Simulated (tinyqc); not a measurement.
Growth with time: grain growth, pinning, strength and diffusional creep of a polycrystal or thin film. Computed by tinyqc, a small Python program. Command: `OMP_NUM_THREADS=1 python tinyqc.py 3000624 3000625 out.jsonl grain walk`. One thread of a shared host (Intel(R) Xeon(R) Processor @ 2.30GHz), about 0.01 s of CPU time with the checks.

One mean grain size d describes the structure.

Inputs (values chosen for the exercise, for a model solid):
```
quantity                                    value       unit
boundary energy gamma                         1.4      J/m^2
mobility prefactor M0                     2.6e-06  m^4/(J s)
activation energy of boundary motion Q_m     5.44         eV
anneal temperature T                         1793          K
initial grain size d0                          18         nm
particle volume fraction f                   0.01          -
particle radius r                              19         nm
```

Sample: bulk.

Constants: k_B = 8.617333262e-05 eV/K.

Method. M = M0 exp(-Q_m/(k_B T)). The driving pressure is 2 gamma/d. Zener pinning pressure 3 f gamma/(2 r) stops growth at d_Z = 4 r/(3 f). The limit is d_lim = d_Z. dd/dt = 2 M gamma (1/d - 1/d_lim) integrates to 2 M gamma t = d_lim (d0 - d) + d_lim^2 ln[(d_lim - d0)/(d_lim - d)]; without pinning d^2 = d0^2 + 4 M gamma t.

limit d_lim = 2533.33 nm

mobility M = 1.33100e-21 m^4/(J s)

At T:
```
t (s)     free growth (nm)  pinned growth (nm)  d/d_lim
2.60e+06             140.4               137.8  0.05439
8.60e+06             253.8               245.4  0.09688
2.60e+07             440.6               415.4  0.16398
8.60e+07             800.8               718.8  0.28372
2.60e+08            1392.2              1149.7  0.45385
8.60e+08            2531.9              1768.4  0.69804
2.60e+09            4402.2              2308.3  0.91117
8.60e+09            8006.3              2527.0  0.99750
```

What does the comparison show, and why?

The apparent exponent d ln d/d ln t of the pinned growth is at most about 0.48, below the ideal 1/2, and falls to 0.076 in the last rows: pinning hides it late.
